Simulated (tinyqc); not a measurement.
Ratio and sensitivities against delay: time-domain thermoreflectance: layered heat flow under a modulated pulse train, and what the signal ratio measures. Computed by tinyqc, a small Python program. Command: `OMP_NUM_THREADS=1 python tinyqc.py 3114130 3114131 out.jsonl tdtr walk`. One thread of a shared host (Intel(R) Xeon(R) Processor @ 2.30GHz), about 0.1 s of CPU time with the checks.

Pulses repeat at 80 MHz; heat is laid down at the surface, all layers are isotropic.

Inputs (values chosen for the exercise, modelled on aluminium on GaAs):

| quantity | value | unit |
|---|---|---|
| metal thickness d | 93 | nm |
| metal conductivity | 190 | W/(m K) |
| metal heat capacity | 2.42 | MJ/(m^3 K) |
| boundary conductance G under the metal | 71 | MW/(m^2 K) |
| substrate conductivity kappa | 44.6 | W/(m K) |
| substrate heat capacity C | 1.71 | MJ/(m^3 K) |
| modulation frequency f | 2 | MHz |
| spot radius w (1/e^2, pump and probe) | 24 | micrometre |

Stack: metal, substrate.

Method:
- For radial wave number k and angular frequency W each layer has u = sqrt(4 pi^2 k^2 + i W C/kappa) and gamma = kappa u. Surface impedance from below: Z = 1/gamma for the substrate; a layer of thickness L maps Z to (Z + tanh(u L)/gamma)/(1 + gamma Z tanh(u L)); a boundary adds 1/G.
- Response per absorbed watt H(W) = 2 pi int_0^(2/w) Z(k, W) exp(-pi^2 k^2 w^2) k dk by 20 Gauss-Legendre points.
- Signal: X + iY = sum_(m = -M..M) H(2 pi (f + m f_r)) exp(i 2 pi m f_r t) exp(-pi (m/M)^2 x 4), f_r = 80 MHz, M = 4000, with H(-W) the complex conjugate of H(W); V_in = X, V_out = Y, ratio = -V_in/V_out.
- Sensitivity S = ln(ratio'/ratio)/ln(1.01) for a rise of one input by 1 %.

Ratio and sensitivities:

| t (ps) | ratio | S to kappa | S to G | S to d | S to C | S to w |
|---|---|---|---|---|---|---|
| 100 | 2.9586 | 0.39409 | -0.01194 | -0.74005 | 0.37956 | -0.029099 |
| 200 | 2.8828 | 0.39019 | -0.03284 | -0.71556 | 0.37557 | -0.029051 |
| 400 | 2.7457 | 0.38197 | -0.06965 | -0.66277 | 0.36717 | -0.028969 |
| 800 | 2.5099 | 0.36496 | -0.13038 | -0.56834 | 0.34980 | -0.028863 |
| 1500 | 2.1828 | 0.33529 | -0.20950 | -0.42987 | 0.31947 | -0.028839 |
| 2500 | 1.8380 | 0.29519 | -0.28328 | -0.27544 | 0.27834 | -0.029084 |
| 4000 | 1.4823 | 0.24211 | -0.33978 | -0.11177 | 0.22360 | -0.029910 |

What follows from these numbers?

The largest sensitivity in size at 100 ps is to d (-0.74). kappa and C enter almost alike, through the effusivity. At 400 ps an error of 3 % in d passes on as 5 % in kappa.

Extremes, crossings and ranges named in words are read from the listed rows.
